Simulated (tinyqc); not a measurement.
## Strained Delta valleys, repopulation and conductivity mass: mobility against stress

A cubic crystal with three pairs of conduction valleys along x, y and z under uniaxial stress X along [110] (X > 0 is tension); current along [-110]. Non-degenerate electrons, fixed total density, one relaxation time for all valleys and stresses, masses unchanged by strain, so the mobility goes as the mean inverse mass.

Stress s_ij = X a_i a_j with a the unit vector along [110]; strain e_ii = s11 s_ii + s12 (s_jj + s_kk), e_ij = s44 s_ij/2. Valley shift dE = Xu (n.e.n - trace(e)/3) with n the valley axis; share f proportional to exp(-dE/Vt). Inverse mass along the current d = [-110]: (n.d)^2/ml + (1 - (n.d)^2)/mt; mu/mu0 = sum f (1/m) over the plain mean of 1/m. The linear estimate is 1 - pi X with pi the small-stress slope -d(mu/mu0)/dX.

Inputs (values chosen for the exercise); values close to those of silicon: temperature T = 300 K; compliance s11 = 7.52 1/TPa; compliance s12 = -2.17 1/TPa; compliance s44 = 12.3 1/TPa; shear deformation potential Xu = 9.08 eV; longitudinal mass ml = 0.945 m0; transverse mass mt = 0.191 m0.

Constants: q = 1.602176634e-19 C, kB = 1.380649e-23 J/K, Vt = kB T/q. Results are converted to the units shown.

Mobility against stress:
```
X (MPa)  splitting (meV)  largest share  mu/mu0  linear estimate
-25                1.100         0.3380  0.9949           0.9949
-50                2.200         0.3426  0.9899           0.9897
-100               4.399         0.3517  0.9801           0.9794
-200               8.799         0.3688  0.9615           0.9589
-400               17.60         0.3990  0.9286           0.9178
-700               30.79         0.4341  0.8905           0.8561
-1000              43.99         0.4582  0.8643           0.7945
-1500              65.99         0.4813  0.8392           0.6917
-2500              110.0         0.4965  0.8227           0.4862
```

What does the table show?

The ratio mu/mu0 falls from 0.995 to 0.823; pi = -20.6e-11 1/Pa. The linear estimate of the change is 1.007 times the computed change in the first row and 2.90 times it in the last: once the splitting is several Vt (Vt = 25.9 meV) the upper valleys are nearly empty and little is left to move. At X = -2500 MPa the stress passes 1.5 GPa, where intervalley scattering and masses change too.

Range of the model: Shear strain also changes the transverse masses of these valleys, which is left out.

Numbers from tinyqc (`OMP_NUM_THREADS=1 python tinyqc.py 2530012 2530013 out.jsonl`; about 0.01 s on one thread of a shared Intel Xeon 2.30GHz).
